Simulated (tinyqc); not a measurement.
Comparisons within one model: two-band k.p model of the Delta valleys near the X point under shear strain. A value that a table varies takes the place of the one given here.

Valley pair on the [001] axis, kz counted from the X point, c = hbar^2/2m0, k0 = kx0 2 pi/a. H = (c kz^2/ml + c (kx^2 + ky^2)/mt + c k0^2/ml) 1 + (2 c k0 kz/ml) sigma_z + (D exy - 2 c kx ky/Mp) sigma_x, so E = c kz^2/ml + c (kx^2 + ky^2)/mt + c k0^2/ml -/+ sqrt((2 c k0 kz/ml)^2 + (D exy - 2 c kx ky/Mp)^2). Without strain the lower band has its minima, E = 0, at kz = +/- k0. Shifts from diagonal strain are left out.

For |eta| < 1: k_min = k0 sqrt(1 - eta^2), E_min = -Delta eta^2/2, ml(eta) = ml/(1 - eta^2), 1/m[110] = 1/mt + eta/Mp, 1/m[1-10] = 1/mt - eta/Mp. For |eta| > 1 the minimum sits at X: E_min = -Delta (2 |eta| - 1)/2, ml(eta) = ml/(1 - 1/|eta|), and eta is replaced by its sign in the transverse masses. Here Delta = 2 c k0^2/ml and eta = D exy/Delta.

s11 = (C11 + C12)/((C11 - C12)(C11 + 2 C12)), s12 = -C12/((C11 - C12)(C11 + 2 C12)), s44 = 1/C44; exx = s11 sxx + s12 (syy + szz) and cyclic, exy = s44 sxy/2; tension is positive. A uniaxial stress X along the unit vector n is s_ij = X n_i n_j.

Constants: hbar^2/2m0 = 3.80998211 eV angstrom^2; kB = 8.617333262e-05 eV/K.

Values chosen for the exercise (near those of Si; not measured data): a = 5.426 angstrom (lattice constant); ml = 0.911 m0 (longitudinal mass); mt = 0.192 m0 (transverse mass); kx0 = 0.151 2 pi/a (distance of the minimum from X); D = 14.1 eV (shear deformation potential); Mp = 0.245 m0 (coupling mass); C11 = 164.2 GPa; C12 = 63.8 GPa; C44 = 79 GPa; Xu = 9.13 eV (uniaxial potential); T = 200 K (temperature); exy = 0.01 (shear strain).

## Sweep of the shear strain

Delta = 2 c k0^2/ml, eta = D exy/Delta.

The minimum:

| exy | eta | k_min/k0 | E_min (meV) | ml(eta) | m[110] | m[1-10] | density-of-states mass |
|---|---|---|---|---|---|---|---|
| 0.0000 | 0.000 | 1.000 | 0.0 | 0.911 | 0.1920 | 0.1920 | 0.323 |
| 0.0018 | 0.099 | 0.995 | -1.3 | 0.920 | 0.1781 | 0.2082 | 0.324 |
| 0.0045 | 0.248 | 0.969 | -7.9 | 0.971 | 0.1607 | 0.2383 | 0.334 |
| 0.0091 | 0.502 | 0.865 | -32.2 | 1.217 | 0.1378 | 0.3164 | 0.376 |
| 0.0136 | 0.750 | 0.662 | -71.9 | 2.081 | 0.1209 | 0.4656 | 0.489 |
| 0.0163 | 0.899 | 0.439 | -103.3 | 4.737 | 0.1127 | 0.6493 | 0.702 |
| 0.0218 | 1.202 | 0.000 | -179.5 | 5.422 | 0.1076 | 0.8875 | 0.803 |
| 0.0290 | 1.599 | 0.000 | -281.0 | 2.432 | 0.1076 | 0.8875 | 0.615 |

The valleys reach X at eta = 1, that is exy = 0.0181. The shift is quadratic up to eta = 1 (-7.9 meV at eta = 0.25, -32.2 meV at 0.50) and linear beyond, while 1/m[110] rises linearly, taking m[110] from 0.192 to its floor 0.1076, a gain of 78 % in 1/m. ml(eta) diverges at eta = 1; the largest value listed is 5.42. A deformation-potential model with fixed masses misses all of this.

## Tension along [110]: repopulation and mass change

The z valleys move against the x and y valleys by Xu (ezz - exx) and, through the shear, by E_min. Share of the z valleys n = w/(w + 2 exp(dE/kT)), dE the total relative shift, w = sqrt(ml(eta) m[110] m[1-10]/(ml mt^2)). Along [110]: 1/m_c = n/m[110] + (1 - n)(1/ml + 1/mt)/2. Fixed masses means E_min = 0, w = 1, m[110] = mt. Gains are against 3/(1/ml + 2/mt) at a fixed scattering time.

Results:

| X (GPa) | Xu (ezz - exx) (meV) | E_min (meV) | m[110] | m_c fixed masses | m_c with shear | gain fixed (%) | gain with shear (%) |
|---|---|---|---|---|---|---|---|
| 0.00 | 0.0 | 0.0 | 0.1920 | 0.2605 | 0.2605 | 0.0 | 0.0 |
| 0.25 | -11.4 | -0.2 | 0.1857 | 0.2402 | 0.2348 | 8.5 | 11.0 |
| 0.50 | -22.7 | -1.0 | 0.1797 | 0.2226 | 0.2102 | 17.0 | 24.0 |
| 1.00 | -45.5 | -3.9 | 0.1689 | 0.2020 | 0.1772 | 29.0 | 47.0 |
| 1.50 | -68.2 | -8.8 | 0.1593 | 0.1948 | 0.1610 | 33.7 | 61.8 |
| 2.00 | -90.9 | -15.6 | 0.1508 | 0.1928 | 0.1511 | 35.2 | 72.5 |
| 3.00 | -136.4 | -35.0 | 0.1362 | 0.1921 | 0.1362 | 35.7 | 91.4 |

At 1 GPa repopulation alone gives 29.0 % and the shear terms raise it to 47.0 %. From 2 to 3 GPa the fixed-mass gain grows by 0.5 points, towards its ceiling of 35.7 % when all electrons sit in the z valleys, whereas the gain with shear grows by 18.9 points because m[110] keeps falling.

## What each parameter does

Delta = 2 c k0^2/ml, eta = D exy/Delta. Each row changes one parameter from the base and keeps the others.

Results:

| case | eta | E_min (meV) | ml(eta) (m0) | m[110] (m0) | m[1-10] (m0) |
|---|---|---|---|---|---|
| base | 0.5514 | -38.87 | 1.3089 | 0.1341 | 0.3381 |
| ml = 0.97477 m0 | 0.5899 | -41.59 | 1.4951 | 0.1313 | 0.3571 |
| mt = 0.20544 m0 | 0.5514 | -38.87 | 1.3089 | 0.1405 | 0.3821 |
| kx0 = 0.16157 2 pi/a | 0.4816 | -33.95 | 1.1861 | 0.1394 | 0.3084 |
| D = 15.087 eV | 0.5899 | -44.50 | 1.3973 | 0.1313 | 0.3571 |
| Mp = 0.22785 m0 | 0.5514 | -38.87 | 1.3089 | 0.1311 | 0.3586 |
| exy = 0.0107 | 0.5899 | -44.50 | 1.3973 | 0.1313 | 0.3571 |

The largest shifts from the base row, up to three for each result and ties (the steps differ in size, so this ranks the rows, not the parameters). eta: kx0 -0.0698, D +0.0386, ml +0.0386, exy +0.0386; unchanged at the printed digits by mt and Mp. E_min (meV): D -5.63, exy -5.63, kx0 +4.92; unchanged at the printed digits by mt and Mp. ml(eta) (m0): ml +0.1862, kx0 -0.1228, D +0.0884, exy +0.0884; unchanged at the printed digits by mt and Mp. m[110] (m0): mt +0.0064, kx0 +0.0053, Mp -0.0030. m[1-10] (m0): mt +0.0440, kx0 -0.0297, Mp +0.0205.

tinyqc: `OMP_NUM_THREADS=1 python tinyqc.py 1080998 1080999 out.jsonl`; about 0.01 s, one thread, shared Intel(R) Xeon(R) Processor @ 2.30GHz.
